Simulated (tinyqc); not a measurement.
# From solubility back to enthalpy of transfer from melt to solid H

Model: solid solubility of a dopant against its melt (retrograde solidus), clustering and the electrically active fraction. Computed by tinyqc, a small Python program. Command: `OMP_NUM_THREADS=1 python tinyqc.py 3000711 3000712 out.jsonl retro inv`. One thread of a shared host (Intel(R) Xeon(R) Processor @ 2.30GHz), about 0.01 s of CPU time with the checks.

Inputs (values chosen for the exercise, of the order of those of aluminium in silicon for the solubility):
```
quantity                         value    unit
melting point of the host T_m     1687       K
heat of melting of the host H_f   50.2  kJ/mol
interaction L of the melt         -3.9  kJ/mol
entropy of transfer S            -1.86     k_B
site density N0                  5e+22  1/cm^3
temperature T                     1170       K
```

Constants: R = 8.314462618 J/(mol K); k_B = 8.617333262e-05 eV/K.

Method. x_l and x_s are atom fractions of the dopant in melt and solid; the solid is dilute. Liquidus of the host: R T ln(1 - x_l) + L x_l^2 = -H_f (1 - T/T_m). Distribution: k = x_s/x_l = exp[L (1 - x_l)^2/(R T)] exp(S/k_B - H/(k_B T)), the first factor being the activity coefficient in the melt. Solubility = x_s N0; at T_m x_l = 0.

Task: A run gave the result below. Find the enthalpy of transfer from melt to solid H, known to lie between 0.3 and 0.78 eV.

solubility = 1.998864e+19 1/cm^3

Result:

Each step takes the trial c = (a f_b - b f_a)/(f_b - f_a), f being the result less the target and a, b, c the logarithms of the listed values; c replaces end b, the old b replaces a if the sign of f changed, and otherwise f_a is halved.

Scan of the range:
```
enthalpy of transfer from melt to solid H (eV)  solubility (1/cm^3)
0.300                                                   2.87501e+20
0.352                                                   1.71652e+20
0.413                                                   9.37329e+19
0.484                                                   4.63510e+19
0.567                                                   2.03487e+19
0.665                                                   7.69842e+18
0.780                                                   2.46059e+18
```

False position (Illinois rule, in the logarithm of the input) inside the bracket:
```
step     end a     end b     trial  solubility (1/cm^3)
1     0.567000  0.665000  0.569579          1.98348e+19
2     0.567000  0.569579  0.568389          2.00702e+19
3     0.569579  0.568389  0.568801          1.99884e+19
4     0.568389  0.568801  0.568800          1.99886e+19
5     0.568389  0.568800  0.568800          1.99886e+19
6     0.568800  0.568800  0.568800          1.99886e+19
```

Solubility falls at every point of a 13-point scan of the range (every second point is shown), so one value fits; it is bracketed by 0.567 and 0.665. Answer: enthalpy of transfer from melt to solid H = 0.5688 eV.
